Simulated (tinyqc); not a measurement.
Charge neutrality level from zone-averaged pseudopotential bands, step by step. Values are carried at full precision from step to step, so a last printed digit may differ when a step is redone from the rounded ones.

Empirical pseudopotential on the fcc lattice, atoms at +/- tau, tau = a (1,1,1)/8, no spin-orbit coupling. H(G,G') = c (2 pi/a)^2 |k + G|^2 delta + VS(q) cos(q.tau) + i VA(q) sin(q.tau), q = G - G', c = hbar^2/2m0; k and G in units of 2 pi/a; VS at |q|^2 = 3, 8, 11 and VA at 3, 4, 11, in rydberg, zero elsewhere. At each k the basis holds all G with |k + G|^2 up to 16; energies are counted from the fourth level at Gamma.

Mesh: k = sum_i (n_i + 1/2)/N b_i, n_i = 0 ... N - 1, b = (-1,1,1), (1,-1,1), (1,1,-1); points with the same sorted |kx|, |ky|, |kz| after folding to the shortest k + G are joined, with their count as weight. Neutrality (branch-point) level: E_N = (1/2) mean over k of [E5 + (E3 + E4)/2], E_n the n-th level from below.

Constants: hbar^2/2m0 = 3.80998211 eV angstrom^2; Ry = 13.60569312 eV.

Values chosen for the exercise (classic local form factors of the size used for Si, without spin-orbit coupling; shifted at random, so the results belong to these values and not to a real crystal): a = 5.443 angstrom (lattice constant); VS = (-0.207, 0.04, 0.081) Ry (symmetric form factors); VA = (0, 0, 0) Ry (antisymmetric form factors); mesh = 4 (points along each reciprocal vector).

## Levels on the mesh

Diagonalise at each joined point.

Levels (eV):
```
kx          ky      kz  weight       E3       E4      E5      E6
0.1250  0.1250  0.1250       2  -0.2849  -0.2849  3.0763  3.8102
0.3750  0.1250  0.1250       6  -1.3634  -1.2800  2.5707  4.5396
0.3750  0.3750  0.1250       6  -2.4273  -0.8038  3.2271  4.3435
0.3750  0.3750  0.3750       2  -1.1613  -1.1613  1.9920  4.0553
0.6250  0.1250  0.1250       6  -2.8137  -2.3399  1.6085  3.1491
0.6250  0.3750  0.1250      12  -3.5015  -2.0335  3.2656  4.0079
0.6250  0.3750  0.3750       6  -2.4029  -1.6639  2.5492  3.9835
0.6250  0.6250  0.1250       6  -4.2038  -1.9998  2.1195  5.9089
0.8750  0.1250  0.1250       6  -3.6361  -2.8466  1.0762  2.2048
0.8750  0.3750  0.1250      12  -4.2801  -3.1270  2.6722  4.6305
```

## Gaps

Level 5 at Gamma, at the lowest of (f,0,0) with f = 0.8, 0.85, 0.9, 1, and at (1/2,1/2,1/2).

gaps to Gamma, Delta/X, L (eV): 3.3379  0.7503  1.8458

## The neutrality level

Energies are counted from the valence top at Gamma. E_N = (1/2) weighted mean of [E5 + (E3 + E4)/2]. Compare with half the smallest indirect gap, min(Delta/X, L)/2, and give the barrier for electrons in the limit of full pinning, min(gaps) - E_N.

mean of E5 = 2.5047 eV
mean of (E3 + E4)/2 = -2.5607 eV
E_N = -0.0280 eV
half the indirect gap = 0.3752 eV
pinned barrier for electrons = 0.7784 eV

E_N lies below the valence top by 0.028 eV. The two estimates differ by 0.40 eV; both rules are good to a few tenths of an eV only, so a position within that distance of a band edge or of mid-gap is not settled. Local form factors place the indirect gaps only to a few tenths of an eV, and E_N moves with them. Spin-orbit coupling, left out, would lift the valence top by a third of its splitting.

## Checks

- Sum of the weights against N^3: both 64.

(tinyqc, `OMP_NUM_THREADS=1 python tinyqc.py 1880675 1880676 out.jsonl`, Intel(R) Xeon(R) Processor @ 2.30GHz, 1 thread, shared host, about 0.09 s.)
